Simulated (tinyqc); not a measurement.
Hydrostatic strain: sp3s* tight binding, strained.

sp3s* tight binding, nearest neighbours only: anion (a) at 0, cation (c) at a/4 (1,1,1), orbitals s, px, py, pz, s* on each; k in units of 2 pi/a. With phases e_j = exp(i (pi/2) k.n_j) for n = (1,1,1), (1,-1,-1), (-1,1,-1), (-1,-1,1): g0 = (e1+e2+e3+e4)/4, g1 = (e1+e2-e3-e4)/4, g2 = (e1-e2+e3-e4)/4, g3 = (e1-e2-e3+e4)/4. The diagonal holds the levels Esa, Epa, Exa (s*) and Esc, Epc, Exc. Anion-cation block: <sa|sc> = Vss g0; <sa|xc> = Vsapc g1; <xa|sc> = -Vscpa g1; <xa|xc> = Vxx g0; <xa|yc> = <ya|xc> = Vxy g3, <xa|zc> = <za|xc> = Vxy g2, <ya|zc> = <za|yc> = Vxy g1; <s*a|xc> = Vxapc g1; <xa|s*c> = -Vpaxc g1; y and z take g2 and g3 in place of g1; s-s* and s*-s* vanish.

Strain e moves each bond vector to d = (1 + e) d0 (no internal displacement for the diagonal strains used here) and k is given in fractions of the strained reciprocal cell, so the phases stay. Two-centre values Vss_sigma = Vss/4, Vsp_sigma = sqrt3 V/4 for each s-p and s*-p pair, Vpp_sigma = (Vxx + 2 Vxy)/4, Vpp_pi = (Vxx - Vxy)/4 are scaled by (d0/d)^eta and combined with the new direction cosines; the levels on the diagonal stay.

Inputs chosen for the exercise (near a published set for GaAs, fitted to gaps, whose masses and valley positions are rough; the results hold for these values, not for the real material): Esa = -8.351 eV (s level of the anion); Epa = 1.04 eV (p level of the anion); Esc = -2.638 eV (s level of the cation); Epc = 3.642 eV (p level of the cation); Exa = 8.642 eV (s* level of the anion); Exc = 6.743 eV (s* level of the cation); Vss = -6.485 eV (s-s); Vxx = 1.958 eV (px-px); Vxy = 5.094 eV (px-py); Vsapc = 4.453 eV (s anion, p cation); Vscpa = 5.823 eV (s cation, p anion); Vxapc = 4.834 eV (s* anion, p cation); Vpaxc = 4.803 eV (p anion, s* cation); eta = 2 (scaling exponent).

exx = eyy = ezz = e. Gaps as measured from the top of the valence band; the deformation potentials are (gap(0.01) - gap(-0.01))/0.06.

Gaps (eV):
```
e       Gamma   Delta       L  x of the minimum
-0.03  2.0795  2.0199  1.9420             1.000
-0.02  1.9147  2.0237  1.8639             1.000
-0.01  1.7555  2.0280  1.7884             1.000
0.00   1.6016  2.0329  1.7154             1.000
0.01   1.4528  2.0382  1.6449             1.000
0.02   1.3089  2.0439  1.5769             1.000
0.03   1.1698  2.0499  1.5113             1.000
```

gap deformation potentials (eV): Gamma -5.045, Delta 0.169, L -2.391

What can be read from this table?

Per unit of volume strain the gaps move by -5.04 (Gamma), +0.17 (Delta) and -2.39 eV (L). The lowest valley changes from L to Gamma between e = -0.02 and -0.01. These potentials follow from the one exponent eta, which fitted models replace by one for each integral; with it the sizes are rough, the sign for Delta can be wrong (in Si, Ge and the III-V crystals measured values are small and positive), and the pressures at which valleys cross, and which valley takes over, are rough too. A gap of zero, where one is listed, marks an s level that has sunk below the valence top.

Run: tinyqc, `OMP_NUM_THREADS=1 python tinyqc.py 1451245 1451246 out.jsonl`; Intel(R) Xeon(R) Processor @ 2.30GHz, one thread, shared host; about 0.1 s of CPU time with all checks.
